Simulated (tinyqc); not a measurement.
Ellipsoidal valleys in the axes of a wafer and a channel: sweeps and comparisons. A value that a table varies takes the place of the one given here.

Valleys with axes a along x, y and z, two valleys each; inverse mass tensor w = 1/mt + (1/ml - 1/mt) a a. Device axes: z = nz/|nz|, x = nx/|nx|, y = z cross x; in them a = (ax, ay, az). Confinement mass mz = 1/w_zz. In the plane w_ij is replaced by u_ij = w_ij - w_iz w_jz/w_zz (i, j = x, y); density-of-states mass md = 1/sqrt(det u); conductivity mass along x mc = 1/u_xx; ballistic transport mass mx = u_yy/det u, width mass my = 1/u_yy.

Hard walls: E_n = c (n pi/t)^2/mz, c = hbar^2/2m0, n = 1, 2, 3. Non-degenerate share of a valley proportional to md sum_n exp(-E_n/kT); mean 1/mc = sum of share/mc. 1 nm = 10 angstrom.

Constants: hbar^2/2m0 = 3.80998211 eV angstrom^2; kB = 8.617333262e-05 eV/K.

Inputs chosen for the exercise (near those of the Delta valleys of Si; not measured data): ml = 0.882 m0 (longitudinal mass); mt = 0.184 m0 (transverse mass); t = 3.3 nm (thickness of the film); T = 300 K (temperature); nz = (1, 1, 1) (surface normal (confinement)); nx = (1, 1, -2) (channel direction).

## Wafer and channel orientation

For each face/channel: the lowest ladder (mz, number of valleys, md, E1, share) and the mean conductivity mass over all valleys.

Results:
```
face/channel     mz  valleys     md  E1 (meV)  share  mean mc
(210)/[001]   0.502        2  0.244      68.9  0.939   0.1863
(111)/[11-2]  0.250        6  0.346     138.2  1.000   0.2867
(110)/[001]   0.304        4  0.313     113.4  0.965   0.1893
(110)/[1-10]  0.304        4  0.313     113.4  0.965   0.4997
(001)/[110]   0.882        2  0.184      39.1  0.986   0.1850
(001)/[100]   0.882        2  0.184      39.1  0.986   0.1850
(110)/[1-11]  0.304        4  0.313     113.4  0.965   0.3231
```

The mean conductivity mass is lowest, 0.1850, for (001)/[110] and (001)/[100] and highest, 0.4997, for (110)/[1-10]; the bulk value is 0.2499. The confinement energy is lowest on the face with the heaviest mz ((001), 39 meV). The density of states of the lowest ladder, valleys times md, runs between 0.368 and 2.074; a small value limits the charge through the quantum capacitance.

## What each parameter does

Lowest E1, its share and the mean conductivity mass. Each row changes one parameter from the base and keeps the others.

Results:
```
case           lowest E1 (meV)   share  mean mc (m0)
base                    138.16  1.0000        0.2867
ml = 0.794 m0           139.60  1.0000        0.2806
mt = 0.202 m0           127.01  1.0000        0.3088
t = 3.63 nm             114.18  1.0000        0.2867
T = 270 K               138.16  1.0000        0.2867
```

The largest shifts from the base row, up to three for each result and ties (the steps differ in size, so this ranks the rows, not the parameters). lowest E1 (meV): t -23.98, mt -11.15, ml +1.45; unchanged at the printed digits by T. share: unchanged at the printed digits by ml, mt, t and T. mean mc (m0): mt +0.0221, ml -0.0062; unchanged at the printed digits by t and T.

Program tinyqc; command `OMP_NUM_THREADS=1 python tinyqc.py 1851061 1851062 out.jsonl`; about 0.01 s on one thread of a shared Intel(R) Xeon(R) Processor @ 2.30GHz.
